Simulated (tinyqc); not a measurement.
Rayleigh-quotient iteration on a symmetric matrix, step by step. One step of it, computed by the program tinyqc.

Problem. Step 3. solve (A - shift) w = v; v' = w/|w| with its largest component positive (the first on a tie); lambda = v'^T A v'; the next shift is lambda.

A, lower triangle:
```
           1          2          3          4         5         6
1   0.609000
2   0.293000   0.632000
3   0.174000  -0.011000   0.719000
4  -0.246000  -0.019000  -0.240000   1.521000
5  -0.266000   0.100000  -0.047000   0.379000  1.852000
6   0.168000   0.045000  -0.402000  -0.319000  0.162000  2.053000
```

vector after step 2: 0.199165  -0.386478  0.789237  0.336633  -0.030898  0.271654

Rayleigh quotient after step 2 = 0.528147

Give: vector after step 3; Rayleigh quotient after step 3.

Solution.

vector after step 3: 0.1712  -0.4254  0.7824  0.3218  -0.0309  0.2704

Rayleigh quotient after step 3 = 0.5273
